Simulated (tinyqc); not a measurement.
# p-n diode with diffusion and depletion-layer recombination: what changes with what

Abrupt junction in the depletion approximation, low injection, full ionisation, neutral widths fixed, ohmic contact on the p side. Vj is the junction voltage; where a series resistance Rs is given, V = Vj + J Rs is the terminal voltage.

Parameters, values chosen for the exercise; band and dielectric values close to those of silicon:
- T = 300 K (temperature)
- Eg = 1.14 eV (band gap)
- eps_r = 11.8 (relative permittivity)
- Nc = 2.76e19 cm^-3 (conduction-band density of states at T)
- Nv = 2.69e19 cm^-3 (valence-band density of states at T)
- Na = 2.8e16 cm^-3 (acceptor density)
- Nd = 7.7e16 cm^-3 (donor density)
- mun = 870 cm^2/(V s) (electron mobility in the p side)
- mup = 290 cm^2/(V s) (hole mobility in the n side)
- tn = 2e-6 s (electron lifetime)
- tp = 2e-8 s (hole lifetime)
- wp = 19 um (neutral width of the p side)
- wn = 250 um (neutral width of the n side)
- Sp = 1e7 cm/s (recombination velocity at the n contact)
- Rs = 0.0086 ohm cm^2 (series resistance)
- Et = 0 eV (trap level above the intrinsic level)
- Vj = 0.3 V (junction voltage at which recombination is evaluated)

Constants: q = 1.602176634e-19 C, kB = 1.380649e-23 J/K, Vt = kB T/q, eps0 = 8.8541878128e-14 F/cm where lengths are in cm. Results are converted to the units shown.

Each table varies one quantity; the others keep the values above.

## Currents and ideality against junction voltage

ni = sqrt(Nc Nv) exp(-Eg/(2 Vt)), Eg in volts; D = mu Vt; Ln = sqrt(Dn tn), Lp = sqrt(Dp tp); J0n = q ni^2 Dn coth(wp/Ln)/(Ln Na); J0p = (q ni^2 Dp/(Lp Nd)) (s + tanh(wn/Lp))/(1 + s tanh(wn/Lp)), s = Sp Lp/Dp. J_diff = (J0n + J0p)(exp(Vj/Vt) - 1). Vbi = Vt ln(Na Nd/ni^2), W = sqrt(2 eps0 eps_r (Vbi - Vj)(1/Na + 1/Nd)/q), xp = W Nd/(Na + Nd), xn = W Na/(Na + Nd); u(x) = q Na (x + xp)^2/(2 eps0 eps_r) for x < 0 and Vbi - Vj - q Nd (xn - x)^2/(2 eps0 eps_r) for x > 0; p = Na exp(-u/Vt), n = Nd exp((u - Vbi + Vj)/Vt); U = ni^2 (exp(Vj/Vt) - 1)/(tp (n + ni exp(Et/Vt)) + tn (p + ni exp(-Et/Vt))); J_scr = q times the integral of U from -xp to xn. J = J_diff + J_scr. Ideality = (1/Vt) dVj/d ln J or (1/Vt) dV/d ln J; last column ni^2 exp(Vj/Vt)/N^2.

Results:

| Vj (V) | J_diff (A/cm^2) | J_scr (A/cm^2) | J (A/cm^2) | V (V) | ideality against Vj | ideality against V | minority/doping, lighter side |
|---|---|---|---|---|---|---|---|
| 0.2 | 1.318e-8 | 1.938e-7 | 2.069e-7 | 0.2000 | 1.727 | 1.727 | 1.531e-10 |
| 0.26 | 1.343e-7 | 6.773e-7 | 8.116e-7 | 0.2600 | 1.641 | 1.641 | 1.560e-9 |
| 0.32 | 1.368e-6 | 2.315e-6 | 3.682e-6 | 0.3200 | 1.421 | 1.421 | 1.588e-8 |
| 0.37 | 9.461e-6 | 6.443e-6 | 1.590e-5 | 0.3700 | 1.235 | 1.235 | 1.099e-7 |
| 0.49 | 9.814e-4 | 7.848e-5 | 0.001060 | 0.4900 | 1.034 | 1.035 | 1.140e-5 |
| 0.54 | 0.006789 | 2.305e-4 | 0.007019 | 0.5401 | 1.015 | 1.017 | 7.885e-5 |
| 0.6 | 0.06914 | 8.721e-4 | 0.07002 | 0.6006 | 1.005 | 1.029 | 8.031e-4 |
| 0.66 | 0.7042 | 0.003278 | 0.7075 | 0.6661 | 1.002 | 1.237 | 0.008179 |

Estimate the missing row, Vj = 0.43 V.

Computed row:

| Vj (V) | J_diff (A/cm^2) | J_scr (A/cm^2) | J (A/cm^2) | V (V) | ideality against Vj | ideality against V | minority/doping, lighter side |
|---|---|---|---|---|---|---|---|
| 0.43 | 9.636e-5 | 2.224e-5 | 1.186e-4 | 0.4300 | 1.095 | 1.095 | 1.119e-6 |

With this row back in the table: The ideality against Vj falls from 1.73 to 1.00. Diffusion overtakes recombination in the layer between Vj = 0.32 and 0.37 V. J_scr alone has an ideality of 1.85 between the first two rows and 1.75 between the last two. From Vj = 0.66 V the series resistance raises the terminal ideality by over a tenth; there J Rs = 0.24 Vt.

## Effect of the donor density

Same model as above.

J = J_diff + J_scr.

The same in every row: J0n (A/cm^2) = 3.645e-12; wn/Lp = 64.56.

Effect of the donor density:

| Nd (cm^-3) | J0p (A/cm^2) | J_diff (A/cm^2) | J_scr (A/cm^2) | J_scr/J (%) |
|---|---|---|---|---|
| 1e15 | 1.626e-10 | 1.822e-5 | 1.526e-5 | 45.58 |
| 4.2e15 | 3.872e-11 | 4.642e-6 | 6.157e-6 | 57.01 |
| 1.8e16 | 9.034e-12 | 1.390e-6 | 2.582e-6 | 65.02 |
| 7.4e16 | 2.197e-12 | 6.403e-7 | 1.540e-6 | 70.63 |
| 3.1e17 | 5.245e-13 | 4.570e-7 | 1.529e-6 | 76.99 |
| 1.3e18 | 1.251e-13 | 4.132e-7 | 1.529e-6 | 78.72 |
| 5.5e18 | 2.957e-14 | 4.027e-7 | 1.529e-6 | 79.15 |

As Nd goes from 1e15 to 5.5e18, J0p falls from 1.63e-10 to 2.96e-14 A/cm^2, J_scr falls from 1.53e-5 to 1.53e-6 A/cm^2 and its share rises from 45.6 to 79.1 %. J0p goes as Nd^(-1.00) at the start and Nd^(-1.00) at the end.

Program tinyqc, `OMP_NUM_THREADS=1 python tinyqc.py 2260139 2260140 out.jsonl`; Intel Xeon 2.30GHz, shared host, one thread, about 0.01 s.
